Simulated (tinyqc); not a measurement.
Precursor delivery and alloy composition in metal-organic vapour-phase epitaxy: one step, computed by the program tinyqc. Command: `OMP_NUM_THREADS=1 python tinyqc.py 3017437 3017438 out.jsonl movpe walk`. One thread of a shared host (Intel(R) Xeon(R) Processor @ 2.30GHz), about 0.01 s of CPU time with the checks.

Carrier gas leaves each bubbler saturated. Group-III species cross a boundary layer and react at the surface; element 2 can also desorb. The film is (1)_(1-x) (2)_x V with a zinc-blende cell.

Question. Molar flows. Temperatures in kelvin are T(C) + 273.15. Vapour pressure p_v = 10^(a - b/T); precursor flow = carrier flow x p_v/(p_b - p_v); 1 sccm = 44.615 micromol/min; V/III = hydride flow over the sum of both; gas share x_g = F2/(F1 + F2).

Inputs (values chosen for the exercise, close to those used for AlGaAs from TMAl and TMGa):

| quantity | value | unit |
|---|---|---|
| source 1: a in log10(p/torr) = a - b/T | 8.22 | - |
| source 1: b | 2134 | K |
| source 1: bath temperature | 23 | C |
| source 1: carrier flow | 5.7 | sccm |
| source 2: a | 8.07 | - |
| source 2: b | 1703 | K |
| source 2: bath temperature | -1 | C |
| source 2: carrier flow | 20 | sccm |
| bubbler pressure p_b | 1000 | torr |
| group-V hydride flow | 330 | sccm |

Give: vapour pressures; molar flows; V/III ratio; gas share x_g.

Answer.

vapour pressures (torr): source 1 10.332, source 2 64.926

molar flows (micromol/min): F1 2.6550, F2 61.956

V/III ratio = 227.87

gas share x_g = 0.95891

The slope of F2 with the temperature of bath 2 is b ln(10)/T^2 x p_b/(p_b - p_v) = 5.7 % per kelvin. Caution: trimethylaluminium is largely a dimer in the vapour, which would double its metal flow; it is counted as a monomer here.
